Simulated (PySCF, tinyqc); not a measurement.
Worked calculation: CCSD on RHF in the sto-6g basis, for H3-, spin multiplicity 1. The basis has no diffuse functions, so it cannot describe the extra electron: this is an exercise in the method, not the real anion. The lowest restricted solution is unstable here: a spin-polarised one lies 0.0802 hartree lower (PySCF). One step of it, computed by the program tinyqc.

Task: CCSD: starting amplitudes. t_ij^ab = <ij||ab> / (e_i + e_j - e_a - e_b), whose energy is MP2.

orbital energies (hartree): MO1 -0.213558, MO2 0.650685, MO3 1.043248

Two-electron integrals over orbitals (pq|rs), unique and non-zero (hartree):
```
(11|11) 0.633910    (21|11) -0.032204   (21|21) 0.119543    (22|11) 0.576708
(22|21) 0.103640    (22|22) 0.724573    (31|31) 0.160729    (32|31) -0.075865
(32|32) 0.049729    (33|11) 0.629646    (33|21) -0.084083   (33|22) 0.518945
(33|33) 0.690282
```

Give: Starting amplitudes; correlation energy.

Result:

Starting amplitudes (spin orbitals 1a, 1b, ...; amplitudes related by a flip of all spins are not repeated):
```
from      to       t
1a 1b  3a 3b  -0.064
2a 2b  3a 3b  -0.063
1a 2b  3a 3b   0.046
```

correlation energy = -0.02041 hartree
